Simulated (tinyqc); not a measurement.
Transfer length from front and end resistance.

Question. A contact of length d and width W has Rc = (Rsh Lt/W) coth(d/Lt) and Re = (Rsh Lt/W)/sinh(d/Lt), with Rsh the sheet resistance under the metal and Lt = sqrt(rc/Rsh). Find Lt, Rsh and rc.

Values chosen for this exercise: contact length d = 0.12 um; contact width W = 1.4 um.

Rc = 213.89237 ohm
Re = 178.98508 ohm

Answer. Rc/Re = cosh(d/Lt) gives Lt, and Re then gives Rsh.

Lt = 0.1952 um
Rsh = 840.0 ohm/sq
rc = 3.200e-7 ohm cm^2

tinyqc, about 0.01 s, one thread, Intel Xeon 2.30GHz (shared host): `OMP_NUM_THREADS=1 python tinyqc.py 2760011 2760012 out.jsonl`
